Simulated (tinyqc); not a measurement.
Threshold switch as oscillator and as selector in a crossbar: two steps of the calculation.

Off state: I = Ith sinh(V/V0)/sinh(Vth/V0) up to Vth. On state: V = Vh + I Ron down to the holding current Ih, at Vl = Vh + Ih Ron. Switching is instantaneous.

Values chosen for this exercise; values of the order of Ge-Sb-Te and related chalcogenides: threshold voltage Vth = 2.6 V; holding voltage Vh = 1.07 V; on-state resistance Ron = 0.31 kohm; current at threshold Ith = 0.13 uA; voltage scale of the off-state sinh V0 = 0.22 V; holding current Ih = 5 uA; capacitance across the switch C = 340 fF; rows and columns of the array N = 4096; supply voltage Vs = 3.02 V; load resistance RL = 560 kohm.

Task 1. Relaxation oscillation. With a load RL from Vs and C across the switch, it oscillates if the load line misses both branches: (Vs - Vl)/Ih < RL < (Vs - Vth)/Ith. Charging without leakage takes RL C ln[(Vs - Vl)/(Vs - Vth)]; discharging takes (RL || Ron) C ln[(Vth - Ve)/(Vl - Ve)], Ve = (Vs Ron + Vh RL)/(Ron + RL).

Give: Vl; smallest RL; largest RL; charging time; Ve; discharging time; frequency.

Result 1.

Vl = 1.0716 V
smallest RL = 389.69 kohm
largest RL = 3230.8 kohm
charging time = 292.18 ns
Ve = 1.0711 V
discharging time = 0.85168 ns
frequency = 3.4127 MHz

With the off-state leakage included the charging takes 302.6 ns, 3.6 % above this value.

Task 2. Leakage in a crossbar. In an N x N array driven at Vs, the V/2 scheme puts Vs/2 on 2 (N - 1) cells; the V/3 scheme puts Vs/3 on all N^2 - 1 others, N - 1 of them on the selected row. Row leakage is (N - 1) I; wasted power is the number of cells times V I.

Find: I at Vs/2; row leakage, V/2; wasted power, V/2; I at Vs/3; row leakage, V/3; wasted power, V/3.

Result 2.

I at Vs/2 = 0.91667 nA
row leakage, V/2 = 3.7537 uA
wasted power, V/2 = 11.336 uW
I at Vs/3 = 0.093015 nA
row leakage, V/3 = 0.38090 uA
wasted power, V/3 = 1570.9 uW

The V/3 scheme cuts the row leakage by 9.86 and raises the wasted power by a factor of 139.

Range of the model: Delay times, drift of Vth and line resistance are left out.

Computed by the program tinyqc: `OMP_NUM_THREADS=1 python tinyqc.py 2490019 2490020 out.jsonl`, one thread of a shared Intel Xeon 2.30GHz, about 0.01 s for the whole run.
